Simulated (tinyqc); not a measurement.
Disorder broadening of a flat band (such as a Landau level) in the self-consistent Born approximation: one step of the calculation.

The local Green function is G = g0(z - Sigma) with z = E + i eta and g0(z) = 1/z; the self-energy is Sigma = D G. The density of states is -Im G/pi.

Question. Born step. G = g0(z - Sigma), Sigma(out) = D G, Sigma(new) = Sigma + mix (Sigma(out) - Sigma).

Inputs (values chosen for the exercise):
```
symbol   value  unit                           meaning
D          0.6  eV^2  variance of the random potential
eta      0.043    eV                   bare broadening
E       -1.229    eV       energy from the band centre
mix        0.5                                  mixing
```

Sigma after iteration 2 = -0.42557790-0.02014866i eV

Find: G; Sigma(out); Sigma after iteration 3.

Answer.

G = -1.2370-0.0972i 1/eV
Sigma(out) = -0.74222-0.05834i eV
Sigma after iteration 3 = -0.58390-0.03924i eV

Range of the model: The self-consistent Born approximation misses band tails from rare fluctuations and localisation.

Computed by the program tinyqc: `OMP_NUM_THREADS=1 python tinyqc.py 2720125 2720126 out.jsonl`, one thread of a shared Intel Xeon 2.30GHz, about 0.01 s for the whole run.
